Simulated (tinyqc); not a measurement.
Level against strength of the defect: Koster-Slater impurity in an sp3s* host.

sp3s* tight binding, nearest neighbours only: anion (a) at 0, cation (c) at a/4 (1,1,1), orbitals s, px, py, pz, s* on each; k in units of 2 pi/a. With phases e_j = exp(i (pi/2) k.n_j) for n = (1,1,1), (1,-1,-1), (-1,1,-1), (-1,-1,1): g0 = (e1+e2+e3+e4)/4, g1 = (e1+e2-e3-e4)/4, g2 = (e1-e2+e3-e4)/4, g3 = (e1-e2-e3+e4)/4. The diagonal holds the levels Esa, Epa, Exa (s*) and Esc, Epc, Exc. Anion-cation block: <sa|sc> = Vss g0; <sa|xc> = Vsapc g1; <xa|sc> = -Vscpa g1; <xa|xc> = Vxx g0; <xa|yc> = <ya|xc> = Vxy g3, <xa|zc> = <za|xc> = Vxy g2, <ya|zc> = <za|yc> = Vxy g1; <s*a|xc> = Vxapc g1; <xa|s*c> = -Vpaxc g1; y and z take g2 and g3 in place of g1; s-s* and s*-s* vanish.

A defect on an anion site (a) shifts the s level there by Vs or the three p levels by Vp and leaves the rest. A level in the gap solves 1/Vs = G_s(E) (symmetry A1) or 1/Vp = G_p(E) (T2, threefold), with G(E) = (1/N^3) sum over k and bands of w/(E - e), where w is the weight of the state on the s orbital of that site, or the mean weight on its px, py, pz. Mesh: k = f1 (-1,1,1) + f2 (1,-1,1) + f3 (1,1,-1), f = (j + 1/2)/N, j = 0 to N - 1. Energies from the top of the valence band at Gamma; the s* orbital of the site is left as it is. An infinite shift removes the s or p orbitals, the model of the ideal vacancy: G(E) = 0.

Parameters, chosen for this exercise (out of a larger set: near a published set for GaP; not measured data): p = (-8.074, 1.117, -2.192, 4.114, 8.565, 7.229, -7.474, 2.136, 5.109, 4.251, 6.369, 4.653, 5.126) eV (order Esa, Epa, Esc, Epc, Exa, Exc, Vss, Vxx, Vxy, Vsapc, Vscpa, Vxapc, Vpaxc); N = 6 (mesh).

Eg (smallest gap of the host) = 2.35183 eV

A dash: no level in the gap from 0 to Eg. The last row is the ideal vacancy.

Levels (eV above the valence band):
```
shift (eV)     A1     T2
-40         1.457  2.241
-20         1.681  2.334
-12         1.874      -
-8          2.022      -
-5          2.166      -
-3          2.273      -
+3              -      -
+5              -  0.274
+8              -  0.801
+12             -  1.230
+20             -  1.608
+40         0.581  1.870
vacancy     1.115  2.085
```

How do the results move, and what explains it?

A1: a level lies in the gap for the attractive shifts -3, -5, -8, -12, -20 and -40 eV and for the repulsive +40 eV; both branches tend to the vacancy level, 1.115 eV, which pins them. T2: a level lies in the gap for the attractive shifts -20 and -40 eV and for the repulsive +5, +8, +12, +20 and +40 eV; both branches tend to the vacancy level, 2.085 eV, which pins them. A level passes the edges where the shift equals 1/G, a value that is sensitive to the mesh there: on this one 1/G(0) = 22.5 and 1/G(Eg) = -1.3 eV for s, 3.5 and -17.0 eV for p.

tinyqc: `OMP_NUM_THREADS=1 python tinyqc.py 1480620 1480621 out.jsonl`; about 0.03 s, one thread, shared Intel(R) Xeon(R) Processor @ 2.30GHz.
